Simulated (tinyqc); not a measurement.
## Via and link resistance from two via chains

Problem. A chain of 1000 vias joined by 1000 metal links has R = 1000 (Rv + Rlink), with Rlink proportional to the link length. Find Rv, Rlink for length L, and the value of Rv that the short chain would give if the links were ignored.

resistance of chains of 1000 links with link lengths L and 3 L (ohm): [28000, 58000]

Solution. R per link is a straight line in the link length; its intercept at zero length is Rv.

Rv = 13.00 ohm
Rlink = 15.00 ohm
Rv without correction = 28.00 ohm

Program tinyqc, `OMP_NUM_THREADS=1 python tinyqc.py 2750129 2750130 out.jsonl`; Intel Xeon 2.30GHz, shared host, one thread, about 0.01 s.
